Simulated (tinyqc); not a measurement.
Self-heating of a transistor with one or more fingers, with temperature-dependent conductivity. Inputs raised by 2 %, one at a time. Computed by tinyqc, a small Python program. Command: `OMP_NUM_THREADS=1 python tinyqc.py 3005647 3005648 out.jsonl selfheat sens`. One thread of a shared host (Intel(R) Xeon(R) Processor @ 2.30GHz), about 0.2 s of CPU time with the checks.

N long parallel fingers lie on the top face of a slab whose bottom is held at T_0; the top is otherwise insulated, and heat flows in two dimensions. P in W/mm is 1000 P in W/m.

Inputs (values chosen for the exercise, modelled on indium phosphide):
```
quantity                                      value           unit
conductivity at the base temperature kappa_0   68.4        W/(m K)
exponent m in kappa ~ T^-m                     1.45              -
base temperature T_0                            298              K
power per gate width P                         0.45           W/mm
fingers N                                         2              -
finger pitch s                                   13     micrometre
width of the heat source w                     0.27     micrometre
substrate thickness t                           120     micrometre
phonon free path Lambda                         110             nm
heat capacity C                                1.49  1e6 J/(m^3 K)
pulse length                                    140    microsecond
```

Power: fixed power.

Method:
- A line source of power P on the top face raises the top at distance x by (P/(pi kappa_0)) g(x), g(x) = -ln tanh(pi x/(4 t)) (the image sum for the slab). On a strip of width w the centre sees the mean of g over the strip, g_0 = 1 + ln(8 t/(pi w)) for w much below t.
- theta_i = (P/(pi kappa_0)) [g_0 + sum over j != i of g(|i - j| s)], with equal powers and constant conductivity; thermal resistance = largest theta/P.
- Kirchhoff transformation for kappa = kappa_0 (T/T_0)^-m: T = T_0 [1 - (m - 1) theta/T_0]^(-1/(m - 1)), where theta is the linear rise.
- The bracket vanishes at the power P T_0/((m - 1) theta).
- Near a source smaller than the free path, Fourier's law overstates the flow. Rough estimate: a strip that emits phonons into a half space adds a resistance times area of 4 Lambda/(3 kappa_0), from the ballistic flux C v Delta T/4 with kappa_0 = C v Lambda/3, so Delta T_b = 4 Lambda P/(3 kappa_0 w); Knudsen number Lambda/w.
- After switching on, theta(tau) = (P D/kappa_0) int_0^tau X(u) Z(u) du at the hottest finger, D = kappa_0/C; X = sum over fingers at distance x of [erf((x + w/2)/r) - erf((x - w/2)/r)]/(2 w), Z = sum_(j=-200..200) (-1)^j exp(-(2 j t/r)^2)/sqrt(pi D u), r = 2 sqrt(D u); trapezoid rule on 300 points evenly spaced in ln u from u_0 = 1e-3 min(tau, w^2/D) to tau, plus the exact piece 2 sqrt(u_0/(pi D))/w below u_0. Conductivity and power are held at their base values here, and Fourier's law is used even where the diffusion length is near a phonon free path.

Runs; columns: (1) input moved; (2) from; (3) to; (4) true rise (K); (5) ballistic rise Delta T_b (K); (6) linear rise after the pulse (K); (7) true rise / linear rise:
```
(1)                                                      (2)     (3)    (4)    (5)     (6)    (7)
base run                                                   -       -  23.22  3.574  20.832  1.056
conductivity at the base temperature kappa_0 (W/(m K))  68.4  69.768  22.74  3.504  20.456  1.055
exponent m in kappa ~ T^-m                              1.45   1.479  23.24  3.574  20.832  1.057
width of the heat source w (micrometre)                 0.27  0.2754  23.17  3.504  20.791  1.056
substrate thickness t (micrometre)                       120   122.4  23.31  3.574  20.849  1.056
phonon free path Lambda (nm)                             110   112.2  23.22  3.645  20.832  1.056
pulse length (microsecond)                               140   142.8  23.22  3.574  20.865  1.056
heat capacity C (1e6 J/(m^3 K))                         1.49  1.5198  23.22  3.574  20.800  1.056
```

Exponents ln(y'/y) / ln(x'/x):
```
input                                         true rise  ballistic rise Delta T_b  linear rise after the pulse  true rise / linear rise
conductivity at the base temperature kappa_0     -1.055                        -1                       -0.920                   -0.055
exponent m in kappa ~ T^-m                        0.058                         0                        0.000                    0.058
width of the heat source w                       -0.101                        -1                       -0.099                   -0.005
substrate thickness t                             0.200                         0                        0.041                    0.011
phonon free path Lambda                           0.000                         1                        0.000                    0.000
pulse length                                      0.000                         0                        0.080                    0.000
heat capacity C                                   0.000                         0                       -0.078                    0.000
```

Among the inputs moved here: true rise answers most in size to conductivity at the base temperature kappa_0 (exponent -1.055), next to substrate thickness t (+0.200); its exponent is below 0.0005 for phonon free path Lambda, pulse length, heat capacity C. ballistic rise Delta T_b answers most in size to conductivity at the base temperature kappa_0 (exponent -1.000), and about equally to width of the heat source w (-1.000), phonon free path Lambda (+1.000); its exponent is below 0.0005 for exponent m in kappa ~ T^-m, substrate thickness t, pulse length, heat capacity C. Its exponent -1.000 in width of the heat source w: the ballistic term goes as the flux P/w. Linear rise after the pulse answers most in size to conductivity at the base temperature kappa_0 (exponent -0.920), next to width of the heat source w (-0.099); its exponent is below 0.0005 for exponent m in kappa ~ T^-m, phonon free path Lambda. True rise / linear rise answers most in size to exponent m in kappa ~ T^-m (exponent +0.058), next to conductivity at the base temperature kappa_0 (-0.055); its exponent is below 0.0005 for phonon free path Lambda, pulse length, heat capacity C.
